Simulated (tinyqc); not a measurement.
# Finite-difference solution of the diffusion equation on a small grid, step by step

A worked calculation. Computed by tinyqc, a small Python program that keeps every step. Command: `OMP_NUM_THREADS=1 python tinyqc.py 3001936 3001937 out.jsonl fdiff walk`. One thread of a shared host (Intel(R) Xeon(R) Processor @ 2.30GHz), about 0.01 s of CPU time with the checks. Intermediate numbers are printed to about 5 digits and carried at full precision; extremes and crossings named in words are read from the listed rows.

dC/dt = D d2C/dx2 on nodes x_j = j dx, j = 0..7; the far end is sealed.

Inputs (values chosen for the exercise):

| quantity | value | unit |
|---|---|---|
| diffusivity D | 17 | nm^2/s |
| grid spacing dx | 20 | nm |
| time step dt | 79 | s |
| final time t_f | 1580 | s |
| surface value C_s | 73 | % of a reference |

Boundary at x = 0: fixed surface value. Scheme: Crank-Nicolson.

start values C_j, j = 0, 1, ... (% of a reference): 0  0  0  0  0  0  0  0

## Mesh ratio and operator

The operator M acts as (M C)_j = C_(j-1) - 2 C_j + C_(j+1); at the sealed far end a mirror node gives 2 C_(N-2) - 2 C_(N-1); at j = 0, C_0 is held at C_s from the start (row of zeros). r = D dt/dx^2.

mesh ratio r = 3.3575

operator M:
```
   0   1   2   3   4   5   6   7
0  0   0   0   0   0   0   0   0
1  1  -2   1   0   0   0   0   0
2  0   1  -2   1   0   0   0   0
3  0   0   1  -2   1   0   0   0
4  0   0   0   1  -2   1   0   0
5  0   0   0   0   1  -2   1   0
6  0   0   0   0   0   1  -2   1
7  0   0   0   0   0   0   2  -2
```

## Amplification factors

The mode of M with eigenvalue mu has its amplitude multiplied per step by g = (1 + (1 - theta) r mu)/(1 - theta r mu), with theta = 0 explicit, 1 implicit, 1/2 Crank-Nicolson; the explicit scheme is stable for r up to 2/|mu_min|.

eigenvalues mu of M: -3.9499  -3.5637  -2.8678  -2.0000  -1.1322  -0.4363  -0.0501  0.0000

factors g: -0.7379  -0.7136  -0.6560  -0.5410  -0.3105  0.1544  0.8447  1.0000

largest stable r of the explicit scheme = 0.50635

The smallest factor is -0.738: the shortest waves flip sign at each step while they decay.

## Time step 1

C at the start (%): 73  0  0  0  0  0  0  0

With r = D dt/dx^2: (1 - theta r M) C(new) = (1 + (1 - theta) r M) C(old); theta = 0 explicit, 1 implicit, 1/2 Crank-Nicolson.

C after step 1 (%): 73.000  68.708  32.345  15.249  7.236  3.534  1.936  1.492

At so large an r Crank-Nicolson steps are stable but let short waves flip sign, so sharp features can overshoot.

## Time step 2

The formulas are those given above.

C after step 2 (%): 73.000  49.525  46.695  33.146  21.175  13.196  8.869  7.518

At so large an r Crank-Nicolson steps are stable but let short waves flip sign, so sharp features can overshoot.

## All steps

The run takes n = round(t_f/dt) steps of length t_f/n. The dose is the trapezoidal sum of C dx; the error is the largest difference from exp(M D t/dx^2) C(0), the exact time evolution on the same grid.

Course of the run:

| step | t (s) | C_1 | C_4 | dose (% nm) | largest error |
|---|---|---|---|---|---|
| 1 | 79 | 68.708 | 7.236 | 3325.1 | 1.7754e+01 |
| 2 | 158 | 49.525 | 21.175 | 4257.3 | 7.7675e+00 |
| 3 | 237 | 65.216 | 29.711 | 5306.9 | 4.8736e+00 |
| 4 | 316 | 59.710 | 35.800 | 6014.4 | 2.7341e+00 |
| 5 | 395 | 65.863 | 42.113 | 6700.3 | 1.7503e+00 |
| 6 | 474 | 64.429 | 46.574 | 7227.7 | 1.0675e+00 |
| 7 | 553 | 67.379 | 50.864 | 7704.1 | 7.1814e-01 |
| ... | ... | ... | ... | ... | ... |
| 14 | 1106 | 71.018 | 66.195 | 9446.1 | 7.4015e-02 |
| 15 | 1185 | 71.390 | 67.235 | 9566.7 | 5.2419e-02 |
| 16 | 1264 | 71.596 | 68.144 | 9667.9 | 4.3341e-02 |
| 17 | 1343 | 71.845 | 68.887 | 9753.8 | 3.5663e-02 |
| 18 | 1422 | 72.003 | 69.535 | 9826.1 | 3.2315e-02 |
| 19 | 1501 | 72.172 | 70.066 | 9887.3 | 2.8299e-02 |
| 20 | 1580 | 72.291 | 70.527 | 9938.9 | 2.5597e-02 |

C at the end (%): 73.000  72.291  71.633  71.021  70.527  70.146  69.913  69.834

largest error at t_f = 0.025597 %

final dose = 9938.9 % nm

final C_4 = 70.527 %

The time-step error at the end is 0.026 on a scale of 73.0. The dose grows as material enters from the surface.

## The three schemes as the step is halved

Each run reaches t_f in n equal steps; errors are the largest difference from exp(M D t_f/dx^2) C(0). A dash marks unstable explicit runs.

Largest error at t_f (%):

| steps n | r | explicit | implicit | Crank-Nicolson |
|---|---|---|---|---|
| 4 | 16.788 | - | 4.8453 | 2.0910e+01 |
| 8 | 8.394 | - | 2.3785 | 4.4282e+00 |
| 16 | 4.197 | - | 1.1658 | 9.9685e-02 |
| 32 | 2.098 | - | 0.5750 | 9.9179e-03 |
| 64 | 1.049 | - | 0.2852 | 2.4793e-03 |
| 128 | 0.525 | - | 0.1420 | 6.1981e-04 |
| 256 | 0.262 | 0.070519 | 0.0708 | 1.5495e-04 |

From the last two rows, halving the step divides the error by 2.00 (implicit), 4.00 (Crank-Nicolson): a factor 2 marks first order in dt and 4 second order. The explicit scheme needs n of at least 133 to be stable; the other two are stable at any step.

Checks made by the program: matrix exponential against 4096 Crank-Nicolson steps (relative difference 8e-09).
